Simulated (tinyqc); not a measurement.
Two-mode optical phonons of a ternary alloy from two coupled oscillators: one step, computed by the program tinyqc. Command: `OMP_NUM_THREADS=1 python tinyqc.py 3006938 3006939 out.jsonl twomode walk`. One thread of a shared host (Intel(R) Xeon(R) Processor @ 2.30GHz), about 0.01 s of CPU time with the checks.

An alloy A(x)B(1-x)C has an A-C and a B-C bond oscillator. Each TO frequency moves linearly from the impurity mode (dilute end) to the TO of the pure crystal; each strength is proportional to the number of bonds.

Question. Share of the polar coupling. eps(omega) = eps_inf + W_1/(omega_1^2 - omega^2) + W_2/(omega_2^2 - omega^2) = 0 is the eigenproblem of the matrix [[omega_1^2 + W_1/eps_inf, sqrt(W_1 W_2)/eps_inf], [sqrt(W_1 W_2)/eps_inf, omega_2^2 + W_2/eps_inf]] for omega_LO^2. The polar coupling of mode j is c_j = (u_j . sqrt(W))^2/(eps_inf^2 omega_j^2), u_j its eigenvector and omega_j here its LO frequency; the c_j add up to 1/eps_inf - 1/eps_s. Froehlich constant alpha_j = (e^2/(4 pi eps_0)) c_j k_j/(2 E_j), E_j = h c omega_j, k_j = sqrt(m* E_j/(hbar^2/(2 m_0))).

Inputs (values chosen for the exercise, modelled on GaAs(1-x)P(x), with A-C the GaP-like and B-C the GaAs-like bond): electron mass m* = 0.057 m_0.

omega_1 (A-C, TO) = 356.946 1/cm

omega_2 (B-C, TO) = 267.97 1/cm

eps_inf = 10.2008

W_1 = 98328.47 1/cm^2

W_2 = 89234.25 1/cm^2

Constants: e^2/(4 pi eps_0) = 14.39964548 eV angstrom; hbar^2/(2 m_0) = 3.80998212 eV angstrom^2; 1 THz = 33.35640952 1/cm; h x 1 THz = 4.135667696 meV.

Give: c_j, lower and upper mode; share of the upper mode; alpha_j, lower and upper mode.

Answer.

c_j, lower and upper mode: [0.007350, 0.008816]

share of the upper mode = 0.5454

alpha_j, lower and upper mode: [0.03466, 0.03614]
